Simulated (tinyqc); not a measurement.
From results back to parameters: plasmons of a degenerate electron gas in the random-phase approximation. Three cases, with inputs chosen for the exercise.

Problem. At small q the plasmon follows E = Ep + B q^2 with B = (3/10)(hbar vF)^2/Ep, hbar vF = 2 c kF/m; n and m are hidden.

Zero temperature, parabolic band: kF = (3 pi^2 n)^(1/3), EF = c kF^2/m, Ep^2 = 8 pi c e2 n/(m eb), qTF^2 = 6 pi e2 n/(eb EF), c = hbar^2/2m0, e2 = e^2/(4 pi eps0), n in 1/angstrom^3 (1e-24 per 1/cm^3).

Constants: hbar^2/2m0 = 3.80998211 eV angstrom^2; e^2/(4 pi eps0) = 14.39964547 eV angstrom.

Case 1.

Values chosen (out of a larger set: a free-electron density near that of K; not measured data): eb = 1 (background dielectric constant).

Ep = 4.34628 eV
B = 2.19619 eV angstrom^2

Case 2.

Values chosen (out of a larger set: mass and background constant near those of GaAs; polar phonons, which mix with the plasmon in the real crystal, and the rise of the mass with filling are left out; not measured data): eb = 10.8 (background dielectric constant).

Ep = 53.6233 meV
B = 91.8473 eV angstrom^2

Case 3.

Values chosen (out of a larger set: a free-electron density near that of Al; not measured data): eb = 1 (background dielectric constant).

Ep = 15.6663 eV
B = 3.36734 eV angstrom^2

Find: hbar vF; kF; n; m.

Solution. hbar vF = sqrt(B Ep/0.3); Ep^2 = (4 e2/(3 pi eb)) kF^2 hbar vF gives kF, then n and m.

Case 1.

hbar vF = 5.641 eV angstrom
kF = 0.7403 1/angstrom
n = 1.37e+22 1/cm^3
m = 1.000 m0

Case 2.

hbar vF = 4.052 eV angstrom
kF = 0.03541 1/angstrom
n = 1.50e+18 1/cm^3
m = 0.067 m0

Case 3.

hbar vF = 13.26 eV angstrom
kF = 1.740 1/angstrom
n = 1.78e+23 1/cm^3
m = 1.000 m0

Computed by tinyqc, one run a case: `OMP_NUM_THREADS=1 python tinyqc.py N N+1 out.jsonl` with N = 1651209, 1651224, 1651311; one thread of a shared Intel(R) Xeon(R) Processor @ 2.30GHz, about 0.01 s a run at most.
